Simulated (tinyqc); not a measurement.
Chemical-mechanical planarisation: Preston law, pattern density and step-height reduction: one step, computed by the program tinyqc. Command: `OMP_NUM_THREADS=1 python tinyqc.py 3015483 3015484 out.jsonl cmp walk`. One thread of a shared host (Intel(R) Xeon(R) Processor @ 2.30GHz), about 0.01 s of CPU time with the checks.

A row of 8 cells, repeated periodically, holds raised features that cover a share rho of each cell.

Question. Effective density. The stiff pad averages the density: rho_eff(i) = sum_j w_ij rho_j / sum_j w_ij, w = exp(-2 d^2/L^2), L the planarisation length and d the distance between cell centres, summed over all periodic images of cell j.

Inputs (values chosen for the exercise, close to those used for copper polishing): cell size = 2.4 mm; planarisation length = 3 mm.

local pattern densities, cell by cell: [0.25, 0.2, 0.5, 0.8, 0.5, 0.9, 0.25, 0.9]

Give: normalised weights (images included) for cells 0, 1, 2, ... apart; effective densities.

Answer.

normalised weights (images included) for cells 0, 1, 2, ... apart: [0.6377, 0.1773, 0.0038, 0.0000, 0.0000]

effective densities: [0.3573, 0.2670, 0.4991, 0.6917, 0.6232, 0.7134, 0.4815, 0.6668]

Local densities span 0.2 to 0.9, effective ones 0.267 to 0.713.
